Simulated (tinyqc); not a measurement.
Closing and inverting the gap: three-level Kane dispersion of a narrow-gap semiconductor.

Zero of energy at Gamma8, c = hbar^2/2m0, P^2 = Ep c. The free-electron term and remote bands are left out, so the heavy holes are flat at E = 0 and the other three bands obey E (E - Eg)(E + Dso) = P^2 k^2 (E + 2 Dso/3). The conduction band is the highest root; its edge is Ec = max(Eg, 0).

Constants: hbar^2/2m0 = 3.80998211 eV angstrom^2.

Inputs chosen for the exercise (out of a larger set: near those of HgTe; not measured data): Dso = 1.03 eV (spin-orbit splitting); Ep = 19.3 eV (Kane energy); k = 0.02 1/angstrom (wave vector).

Eg is varied at fixed k, Dso and Ep. Edge mass: Eg (Eg + Dso)/(Ep (Eg + 2 Dso/3)) for Eg > 0, 3 |Eg|/(2 Ep) for Eg < 0. The Gamma6 weight of the conduction state is 1/(1 + P^2 k^2 [(2/3)/E^2 + (1/3)/(E + Dso)^2]).

Results:
```
Eg (eV),m0*,highest root (eV),middle (eV),lowest (eV),E - Ec (meV),Gamma6 weight
-0.300,0.02332,0.0564,-0.3429,-1.0435,56.4,0.140
-0.150,0.01166,0.0862,-0.2250,-1.0412,86.2,0.274
-0.060,0.00466,0.1166,-0.1665,-1.0402,116.6,0.408
-0.015,0.00117,0.1368,-0.1420,-1.0397,136.8,0.487
0.015,0.00116,0.1522,-0.1277,-1.0395,137.2,0.539
0.060,0.00454,0.1782,-0.1091,-1.0391,118.2,0.616
0.150,0.01096,0.2396,-0.0812,-1.0384,89.6,0.742
0.300,0.02095,0.3613,-0.0539,-1.0374,61.3,0.866
```

What can be read from this table?

The edge mass vanishes with |Eg| from both sides, yet the kinetic energy at this k stays finite, at most 137.2 meV in the table; at Eg = 0 the two-level form, without the split-off band, gives the linear value sqrt(2/3) P k = 140.0 meV. The Gamma6 weight of the conduction state goes smoothly from 0.14 to 0.87 and is 0.49 and 0.54 in the two rows next to Eg = 0: at finite k nothing jumps at the inversion.

Program tinyqc; command `OMP_NUM_THREADS=1 python tinyqc.py 1080234 1080235 out.jsonl`; about 0.01 s on one thread of a shared Intel(R) Xeon(R) Processor @ 2.30GHz.
